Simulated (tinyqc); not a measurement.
What moves the results: six-band hole subbands of a thin body in a field. A value that a table varies takes the place of the one given here.

Basis X, Y, Z times spin, hole energies counted downwards from the unstrained edge (the hydrostatic shift is left out), c = hbar^2/2m0. For a symmetric tensor T let C(T) have C_XX = L Txx + M (Tyy + Tzz), C_XY = N Txy (cyclic), L = c (g1 + 4 g2), M = c (g1 - 2 g2), N = 6 c g3. k = q + kz n, n the unit normal, q = k1 u + k2 v with u along the channel [1-10] and v = n x u. H = C(k k^T) + (Dso/3)(1 - L.sigma) - B + e F z with (L_k)_ij = -i epsilon_kij; B is the block C built from the traceless strain with 2b, -b and sqrt(3) d in place of L, M, N. Strain: exx = eyy = (s11 + s12) sx/2, ezz = s12 sx, exy = -s44 sx/4. Hard walls at z = 0 and t; basis sin(j pi z/t), j = 1 to Nz: kz^2 = (j pi/t)^2, kz = -i D with D_jl = 4 j l/(t (j^2 - l^2)), z_jj = t/2 and z_jl = -8 t j l/(pi (j^2 - l^2))^2 for j + l odd; 1 MV/cm = 0.01 eV/angstrom.

Nz = 14. E1 is the top subband at q = 0, gap the distance to the next pair, and the masses are c q^2/(E(q) - E1) at |q| = 0.02 1/angstrom (mean of the spin pair) along the channel [1-10] and across it in the plane; a dash marks a band that does not rise.

Constants: hbar^2/2m0 = 3.80998211 eV angstrom^2.

Values chosen for the exercise (near those of a p-type Si channel; the results hold for these values, not for the real material):

| symbol | value | unit | meaning |
|---|---|---|---|
| g1 | 4.29 |  | Luttinger gamma1 |
| g2 | 0.34 |  | gamma2 |
| g3 | 1.45 |  | gamma3 |
| Dso | 0.044 | eV | spin-orbit splitting |
| b | -2.1 | eV | tetragonal potential |
| d | -4.87 | eV | trigonal potential |
| S | (7.71, -2.13, 12.68) | 1/TPa | compliances s11, s12, s44 |
| face | 110 |  | surface |
| t | 85 | angstrom | body thickness |
| F | 0 | MV/cm | field across the body |
| sx | 1 | GPa | stress along the channel [1-10], negative in compression |

## Stress along the channel

Each row has its own sx.

Results:

| sx (GPa) | E1 (meV) | gap (meV) | m channel | m across |
|---|---|---|---|---|
| -3.0 | -97.1 | 4.9 | 0.113 | 0.277 |
| -2.0 | -60.7 | 5.3 | 0.114 | 0.277 |
| -1.0 | -25.1 | 6.1 | 0.116 | 0.278 |
| -0.5 | -8.1 | 7.1 | 0.119 | 0.280 |
| 0.0 | 7.1 | 9.7 | 0.132 | 0.279 |
| 0.5 | 12.6 | 15.9 | 0.231 | 0.269 |
| 1.0 | 5.4 | 28.7 | 0.290 | 0.281 |

How do the results move?

Under 2 GPa of compression the channel mass goes from 0.132 to 0.114 m0, the mass across from 0.279 to 0.277; the gap to the next subband is 5, 10 and 29 meV at -2, 0 and +1 GPa. The lightest channel mass of the table, 0.113 m0, is at -3.0 GPa.

## Surface orientation and number of bands

Three faces, six bands; and four bands, with Dso set to 1000 eV.

Results:

| case | E1 (meV) | gap (meV) | m channel | m across |
|---|---|---|---|---|
| (001) 6 bands | 5.1 | 20.7 | 1.667 | 0.303 |
| (001) 4 bands | 5.5 | 33.7 | 1.166 | 0.192 |
| (110) 6 bands | 5.4 | 28.7 | 0.290 | 0.281 |
| (110) 4 bands | 10.0 | 24.7 | 0.326 | 0.296 |
| (111) 6 bands | -3.4 | 23.5 | 0.459 | 0.152 |
| (111) 4 bands | 4.9 | 30.4 | 0.407 | 0.171 |

What does this show, and why?

With six bands the top subband is shallowest on (111) (-3.4 meV) and deepest on (110). Without the stress E1 would be 18.8, 7.1 and 7.2 meV, so the stress moves it by -13.7, -1.7 and -10.7 meV. The lightest channel mass is on (110) (0.290 m0). Dropping the split-off band moves E1 by 0.3, 4.6 and 8.3 meV and the gap by 13.1, -4.1 and 6.9 meV on the three faces, with Dso = 44 meV.

## What each parameter does

Six bands. Each row changes one parameter from the base and keeps the others.

Results:

| case | E1 (meV) | gap (meV) | m channel (m0) | m across (m0) |
|---|---|---|---|---|
| base | 5.4 | 28.7 | 0.290 | 0.281 |
| t = 75 angstrom | 10.9 | 30.3 | 0.274 | 0.273 |
| F = 0.3 MV/cm | 94.2 | 15.6 | 0.153 | 0.292 |
| sx = 0.5 GPa | 12.6 | 15.9 | 0.231 | 0.269 |
| g3 = 1.35 | 5.3 | 28.5 | 0.292 | 0.267 |
| g2 = 0.39 | 4.9 | 29.4 | 0.297 | 0.268 |
| Dso = 0.066 eV | 6.5 | 27.7 | 0.296 | 0.288 |
| d = -3.9 eV | 5.4 | 29.0 | 0.276 | 0.270 |

How do the results move?

The largest shifts from the base row, up to three for each result and ties (the steps differ in size, so this ranks the rows, not the parameters). E1 (meV): F +88.8, sx +7.2, t +5.6; unchanged at the printed digits by d. gap (meV): F -13.2, sx -12.8, t +1.5. m channel (m0): F -0.137, sx -0.059, t -0.016. m across (m0): g3 -0.014, g2 -0.013, sx -0.012.

Run: tinyqc, `OMP_NUM_THREADS=1 python tinyqc.py 1281031 1281032 out.jsonl`; Intel(R) Xeon(R) Processor @ 2.30GHz, one thread, shared host; about 0.4 s of CPU time with all checks.
